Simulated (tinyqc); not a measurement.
# Frequency dispersion of an accumulation capacitance by border traps, distributed model: two studies

Traps spread evenly through the insulator exchange electrons with the semiconductor by tunnelling, with tau(x) = t0 exp(2 ka x) at depth x from the interface. The admittance per area Y seen at depth x obeys dY/dx = -Y^2/(i w eps0 eox) + q Nb ln(1 + i w tau)/tau, with Y(0) = i w Cs and w = 2 pi f; the gate sees Y(tox) = G + i w C. Working variable y = Y/(i w), in uF/cm^2. Cox = eps0 eox/tox.

Inputs (values chosen for the exercise); permittivity close to that of aluminium oxide:
```
symbol,value,unit,meaning
eox,8.53,,relative permittivity of the insulator
tox,7.5,nm,insulator thickness
Cs,2.9,uF/cm^2,semiconductor capacitance in accumulation
Nb,8.5e19,cm^-3 eV^-1,density of border traps
ka,4.5,1/nm,decay constant of the wave function in the insulator
t0,5e-9,s,time constant of a trap at the interface
f,10000,Hz,frequency
```

Constants: q = 1.602176634e-19 C, eps0 = 8.8541878128e-14 F/cm where lengths are in cm. Results are converted to the units shown.

Each table varies one quantity; the others keep the values above.

## Capacitance and loss against frequency

Cox; trap-free value 1/(1/Cox + 1/Cs); response depth d = ln(1/(w t0))/(2 ka), where w tau = 1; lumped estimate: all traps within d act as C_bt = q Nb d placed at d/2, so C = 1/{1/[1/(1/Cs + d/(2 eps0 eox)) + C_bt] + (tox - d/2)/(eps0 eox)}. C and G from a fine integration; dispersion -d C/d log10 f over C, from f times and over 1.1. For a broad spread of time constants G/w is close to -(pi/2) dC/d ln w.

The same in every row: trap-free C (uF/cm^2) = 0.7475.

Capacitance and loss against frequency:
```
f (Hz)  d (nm)  C (uF/cm^2)  G/w (uF/cm^2)  dispersion (% a decade)  -(pi/2) dC/d ln w (uF/cm^2)  lumped C (uF/cm^2)
10       1.664       0.9308        0.02093                    3.293                      0.02091              0.9034
100      1.408       0.9010        0.01982                    3.222                      0.01980              0.8788
1000     1.152       0.8727        0.01884                    3.162                      0.01882              0.8545
10000   0.8962       0.8457        0.01799                    3.115                      0.01797              0.8303
1e5     0.6403       0.8199        0.01725                    3.083                      0.01724              0.8064
1e6     0.3845       0.7951        0.01655                    3.070                      0.01665              0.7826
1e7     0.1287       0.7711        0.01495                    3.032                      0.01595              0.7592
```

Read the table: what changes, and by how much?

C falls from 0.9308 to 0.7711 uF/cm^2, towards the trap-free 0.7475; each decade of frequency removes ln 10/(2 ka) = 0.256 nm from the response depth. The dispersion falls from 3.29 to 3.03 % a decade and G/w falls from 0.0209 to 0.0150 uF/cm^2. G/w lies between 0.937 and 1.00 times -(pi/2) dC/d ln w, the relation for a broad spread of time constants.

## Effect of the density of border traps

Same model as above.

The same in every row: d (nm) = 0.8962; trap-free C (uF/cm^2) = 0.7475.

Result of one run:
```
Nb (cm^-3 eV^-1)  C (uF/cm^2)  G/w (uF/cm^2)  dispersion (% a decade)  -(pi/2) dC/d ln w (uF/cm^2)  lumped C (uF/cm^2)
4e20                   0.9842        0.02859                    4.225                      0.02837              0.9475
```

What becomes of these results when the density of border traps Nb is changed from 4e20 to 6e18 cm^-3 eV^-1, all else the same?

Result of the changed run:
```
Nb (cm^-3 eV^-1)  C (uF/cm^2)  G/w (uF/cm^2)  dispersion (% a decade)  -(pi/2) dC/d ln w (uF/cm^2)  lumped C (uF/cm^2)
6e18                   0.7566       0.002059                   0.3984                     0.002056              0.7551
```

The whole series:
```
Nb (cm^-3 eV^-1)  C (uF/cm^2)  G/w (uF/cm^2)  dispersion (% a decade)  -(pi/2) dC/d ln w (uF/cm^2)  lumped C (uF/cm^2)
1e18                   0.7490       3.558e-4                  0.06953                     3.553e-4              0.7488
2e18                   0.7505       7.064e-4                   0.1378                     7.054e-4              0.7501
6e18                   0.7566       0.002059                   0.3984                     0.002056              0.7551
1e19                   0.7624       0.003335                   0.6406                     0.003332              0.7601
3e19                   0.7890       0.008742                    1.623                     0.008738              0.7825
7e19                   0.8322        0.01606                    2.827                      0.01605              0.8189
2e20                   0.9189        0.02560                    4.067                      0.02549              0.8923
4e20                   0.9842        0.02859                    4.225                      0.02837              0.9475
```

As Nb goes from 1e18 to 4e20, C rises from 0.749 to 0.984 uF/cm^2, the dispersion rises from 0.0695 to 4.22 % a decade and G/w rises from 3.56e-4 to 0.0286 uF/cm^2. The lumped estimate is 0.032 % below C in the first row and 3.7 % below it in the last. The dispersion goes as Nb^(0.99) between the first two rows and Nb^(0.05) between the last two: dense traps near the interface screen those behind them.

Program tinyqc, `OMP_NUM_THREADS=1 python tinyqc.py 2202148 2202149 out.jsonl`; Intel Xeon 2.30GHz, shared host, one thread, about 0.5 s.
